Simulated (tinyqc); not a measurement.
Inside a calculation. Method: UHF in the 3-21g basis, for H3, spin multiplicity 2. One step of it, computed by the program tinyqc.

Task: Iteration 60 (converged): orbitals. Diagonalise F' = X^T F X, C = X C', fill 2 alpha and 1 beta electrons from the bottom; D(s) = C_occ C_occ^T. Each column has its largest component positive (the first on a tie).

converged F(alpha) (hartree), lower triangle:
```
           1H 1s      1H 2s      2H 1s      2H 2s      3H 1s      3H 2s
1H 1s   0.325267
1H 2s  -0.361290  -0.362158
2H 1s  -0.286010  -0.376795   0.015710
2H 2s  -0.307366  -0.353810  -0.546216  -0.400545
3H 1s  -0.285743  -0.376644   0.008439  -0.085687   0.015575
3H 2s  -0.307182  -0.353709  -0.085704  -0.161678  -0.546286  -0.400577
```

converged F(beta) (hartree), lower triangle:
```
           1H 1s      1H 2s      2H 1s      2H 2s      3H 1s      3H 2s
1H 1s   0.082657
1H 2s  -0.517985  -0.411340
2H 1s  -0.273184  -0.260102   0.487515
2H 2s  -0.363380  -0.306277  -0.193828  -0.125315
3H 1s  -0.272913  -0.259855  -0.048529  -0.127465   0.487798
3H 2s  -0.363185  -0.306093  -0.127523  -0.213172  -0.193549  -0.125023
```

X, lower triangle:
```
           1H 1s      1H 2s      2H 1s     2H 2s      3H 1s     3H 2s
1H 1s   1.257916
1H 2s  -0.560778   2.019274
2H 1s   0.014901   0.006211   1.240849
2H 2s   0.051948  -0.663255  -0.481611  1.566685
3H 1s   0.014961   0.006227  -0.007512  0.032248   1.240851
3H 2s   0.051940  -0.663010   0.032272  0.139926  -0.481619  1.566453
```

Give: F' = X^T F X; orbital energies; coefficients C; F' = X^T F X; orbital energies; coefficients C; D(alpha) after iteration 60; D(beta) after iteration 60.

Result:

F' = X^T F X (alpha) (hartree), lower triangle:
```
        1       2       3       4       5      6
1   0.858
2  -0.626   0.383
3  -0.115  -0.154   0.571
4  -0.078  -0.198  -0.717   0.165
5  -0.114  -0.154   0.032   0.054   0.571
6  -0.078  -0.198   0.054  -0.026  -0.718  0.165
```

orbital energies (alpha) (hartree): MO1 -0.612, MO2 -0.426, MO3 0.226, MO4 1.067, MO5 1.156, MO6 1.302

coefficients C (alpha):
```
         MO1     MO2     MO3     MO4     MO5     MO6
1H 1s  0.176   0.000   0.204   0.240  -0.001  -1.331
1H 2s  0.197   0.000   1.513   0.121   0.001   1.711
2H 1s  0.224  -0.267  -0.084   0.881  -0.916   0.168
2H 2s  0.331  -0.561  -0.918  -0.805   0.913  -0.632
3H 1s  0.224   0.267  -0.084   0.881   0.916   0.167
3H 2s  0.331   0.561  -0.918  -0.805  -0.914  -0.631
```

F' = X^T F X (beta) (hartree), lower triangle:
```
        1       2       3       4       5      6
1   0.659
2  -0.720   0.320
3  -0.116  -0.116   0.942
4  -0.108  -0.199  -0.525   0.348
5  -0.116  -0.116  -0.002   0.019   0.942
6  -0.108  -0.199   0.019  -0.069  -0.525  0.348
```

orbital energies (beta) (hartree): MO1 -0.531, MO2 0.077, MO3 0.283, MO4 1.174, MO5 1.272, MO6 1.285

coefficients C (beta):
```
         MO1     MO2     MO3     MO4     MO5     MO6
1H 1s  0.305   0.000   0.182   0.854  -1.023  -0.005
1H 2s  0.550   0.000   1.348  -0.842   1.563   0.008
2H 1s  0.113  -0.161  -0.069   0.700   0.591   0.943
2H 2s  0.112  -0.662  -1.037  -0.299  -0.903  -0.848
3H 1s  0.113   0.161  -0.069   0.699   0.600  -0.939
3H 2s  0.112   0.662  -1.037  -0.297  -0.911   0.840
```

D(alpha) after iteration 60, lower triangle:
```
       1H 1s  1H 2s   2H 1s   2H 2s  3H 1s  3H 2s
1H 1s  0.031
1H 2s  0.035  0.039
2H 1s  0.039  0.044   0.122
2H 2s  0.058  0.065   0.224   0.424
3H 1s  0.039  0.044  -0.022  -0.076  0.122
3H 2s  0.058  0.065  -0.076  -0.205  0.224  0.424
```

D(beta) after iteration 60, lower triangle:
```
       1H 1s  1H 2s  2H 1s  2H 2s  3H 1s  3H 2s
1H 1s  0.093
1H 2s  0.168  0.302
2H 1s  0.034  0.062  0.013
2H 2s  0.034  0.062  0.013  0.013
3H 1s  0.034  0.062  0.013  0.013  0.013
3H 2s  0.034  0.062  0.013  0.013  0.013  0.013
```
